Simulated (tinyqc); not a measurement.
# Frequency dispersion of an accumulation capacitance by border traps, distributed model: what changes with what

Traps spread evenly through the insulator exchange electrons with the semiconductor by tunnelling, with tau(x) = t0 exp(2 ka x) at depth x from the interface. The admittance per area Y seen at depth x obeys dY/dx = -Y^2/(i w eps0 eox) + q Nb ln(1 + i w tau)/tau, with Y(0) = i w Cs and w = 2 pi f; the gate sees Y(tox) = G + i w C. Working variable y = Y/(i w), in uF/cm^2. Cox = eps0 eox/tox.

Inputs (values chosen for the exercise); permittivity close to that of hafnium oxide: relative permittivity of the insulator eox = 19.9; insulator thickness tox = 6.7 nm; semiconductor capacitance in accumulation Cs = 2.8 uF/cm^2; density of border traps Nb = 8.3e19 cm^-3 eV^-1; decay constant of the wave function in the insulator ka = 3.5 1/nm; time constant of a trap at the interface t0 = 4e-10 s; frequency f = 10000 Hz.

Constants: q = 1.602176634e-19 C, eps0 = 8.8541878128e-14 F/cm where lengths are in cm. Results are converted to the units shown.

Each table varies one quantity; the others keep the values above.

## Capacitance and loss against frequency

Cox; trap-free value 1/(1/Cox + 1/Cs); response depth d = ln(1/(w t0))/(2 ka), where w tau = 1; lumped estimate: all traps within d act as C_bt = q Nb d placed at d/2, so C = 1/{1/[1/(1/Cs + d/(2 eps0 eox)) + C_bt] + (tox - d/2)/(eps0 eox)}. C and G from a fine integration; dispersion -d C/d log10 f over C, from f times and over 1.1. For a broad spread of time constants G/w is close to -(pi/2) dC/d ln w.

The same in every row: trap-free C (uF/cm^2) = 1.356.

Capacitance and loss against frequency:

| f (Hz) | d (nm) | C (uF/cm^2) | G/w (uF/cm^2) | dispersion (% a decade) | -(pi/2) dC/d ln w (uF/cm^2) | lumped C (uF/cm^2) |
|---|---|---|---|---|---|---|
| 10 | 2.500 | 2.159 | 0.07617 | 5.162 | 0.07602 | 2.058 |
| 100 | 2.171 | 2.050 | 0.07219 | 5.151 | 0.07205 | 1.968 |
| 1000 | 1.842 | 1.947 | 0.06907 | 5.190 | 0.06894 | 1.878 |
| 10000 | 1.513 | 1.848 | 0.06680 | 5.289 | 0.06667 | 1.789 |
| 1e5 | 1.184 | 1.751 | 0.06537 | 5.460 | 0.06523 | 1.699 |
| 1e6 | 0.8552 | 1.656 | 0.06479 | 5.725 | 0.06468 | 1.608 |
| 1e7 | 0.5262 | 1.561 | 0.06488 | 6.117 | 0.06514 | 1.514 |

What does the comparison show?

C falls from 2.159 to 1.561 uF/cm^2, towards the trap-free 1.356; each decade of frequency removes ln 10/(2 ka) = 0.329 nm from the response depth. The dispersion goes from 5.16 through a minimum of 5.15 (at f = 100 Hz among the rows listed) to 6.12 % a decade and G/w goes from 0.0762 through a minimum of 0.0648 (at f = 1e6 Hz among the rows listed) to 0.0649 uF/cm^2. G/w lies between 0.996 and 1.00 times -(pi/2) dC/d ln w, the relation for a broad spread of time constants.

## Effect of the semiconductor capacitance in accumulation

Same model as above.

The same in every row: d (nm) = 1.513.

Effect of the semiconductor capacitance in accumulation:

| Cs (uF/cm^2) | C (uF/cm^2) | G/w (uF/cm^2) | dispersion (% a decade) | -(pi/2) dC/d ln w (uF/cm^2) | lumped C (uF/cm^2) | trap-free C (uF/cm^2) |
|---|---|---|---|---|---|---|
| 0.2 | 1.366 | 0.1115 | 11.90 | 0.1109 | 1.266 | 0.1859 |
| 0.39 | 1.420 | 0.1060 | 10.89 | 0.1055 | 1.325 | 0.3396 |
| 0.75 | 1.510 | 0.09697 | 9.378 | 0.09658 | 1.424 | 0.5836 |
| 1.4 | 1.643 | 0.08436 | 7.501 | 0.08410 | 1.569 | 0.9136 |
| 2.8 | 1.848 | 0.06680 | 5.289 | 0.06667 | 1.789 | 1.356 |
| 5.4 | 2.070 | 0.05005 | 3.540 | 0.04999 | 2.026 | 1.769 |
| 10 | 2.265 | 0.03740 | 2.417 | 0.03735 | 2.231 | 2.082 |
| 20 | 2.434 | 0.02797 | 1.680 | 0.02790 | 2.406 | 2.324 |

As Cs goes from 0.2 to 20, C rises from 1.37 to 2.43 uF/cm^2, the dispersion falls from 11.9 to 1.68 % a decade and G/w falls from 0.112 to 0.0280 uF/cm^2. The lumped estimate is 7.3 % below C in the first row and 1.1 % below it in the last. The same traps disperse C more when Cs is small, since they then add to the weaker series term.

Computed by the program tinyqc: `OMP_NUM_THREADS=1 python tinyqc.py 2202004 2202005 out.jsonl`, one thread of a shared Intel Xeon 2.30GHz, about 0.4 s for the whole run.
